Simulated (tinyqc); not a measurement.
Bandgap voltage reference from two bipolar transistors: one step of the calculation.

Two transistors of area 1 and N carry the same current I. Is(T) = Is (T/T0)^eta exp[(Vg0 q/kB)(1/T0 - 1/T)], VBE1 = Vt ln(I/Is(T)) + I rb, VBE2 = Vt ln(I/(N Is(T))) + I rb/N. The amplifier forces I R1(T) = VBE1 - VBE2 + Vos, with R(T) = R (1 + tc (T - T0)) for both resistors, and the output is Vref = VBE1 + I R2(T). Base currents and the Early effect are neglected.

Question. Operating point at the reference temperature. Vt = kB T/q; I = (Vt ln N + Vos)/(R1(T) - rb (1 - 1/N)). Evaluate at T = T0.

Values chosen for this exercise; values of the order met in silicon bipolar transistors: reference temperature T0 = 300 K; band-gap voltage extrapolated to 0 K Vg0 = 1.185 V; temperature exponent of the saturation current eta = 3.6; saturation current of the unit transistor at T0 Is = 4.4e-18 A; area ratio of the second transistor N = 8; resistor across which the difference of VBE falls, at T0 R1 = 12 kohm; temperature coefficient of both resistors tc = 0 ppm/K; offset of the amplifier Vos = 1.4 mV; series resistance of the unit transistor rb = 68 ohm; output resistor at T0 R2 = 121.7 kohm.

Constants: q = 1.602176634e-19 C, kB = 1.380649e-23 J/K. Results are converted to the units shown.

Wanted: Vt; I; Is(T); VBE1; I R2; Vref.

Answer.

Vt = 0.025852 V
I = 4.6194 uA
Is(T) = 4.4000e-18 A
VBE1 = 0.71589 V
I R2 = 0.56218 V
Vref = 1.2781 V

Computed by the program tinyqc: `OMP_NUM_THREADS=1 python tinyqc.py 2062077 2062078 out.jsonl`, one thread of a shared Intel Xeon 2.30GHz, about 0.02 s for the whole run.
